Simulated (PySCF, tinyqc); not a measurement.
CCD on RHF in the sto-6g basis, frozen core, for Be, spin multiplicity 1, step by step. The lowest restricted solution is unstable here: a spin-polarised one lies 0.0017 hartree lower (PySCF). One step of it, computed by the program tinyqc.

Problem. CCD: starting amplitudes. t_ij^ab = <ij||ab> / (e_i + e_j - e_a - e_b), whose energy is MP2.

orbital energies (hartree): MO1 -4.541835, MO2 -0.252096, MO3 0.219697, MO4 0.219697, MO5 0.219697

Two-electron integrals over orbitals (pq|rs), unique and non-zero (hartree); the lowest 1 orbital is frozen and left out:
```
(22|22) 0.405613   (32|32) 0.086861   (33|22) 0.410497   (33|33) 0.450117
(42|42) 0.086861   (43|43) 0.024258   (44|22) 0.410497   (44|33) 0.401601
(44|44) 0.450117   (52|52) 0.086861   (53|53) 0.024258   (54|54) 0.024258
(55|22) 0.410497   (55|33) 0.401601   (55|44) 0.401601   (55|55) 0.450117
```

Give: Starting amplitudes; correlation energy.

Solution.

Starting amplitudes (spin orbitals 1a, 1b, ...; amplitudes related by a flip of all spins are not repeated):
```
from      to       t
2a 2b  3a 3b  -0.092
2a 2b  4a 4b  -0.092
2a 2b  5a 5b  -0.092
```

correlation energy = -0.02399 hartree
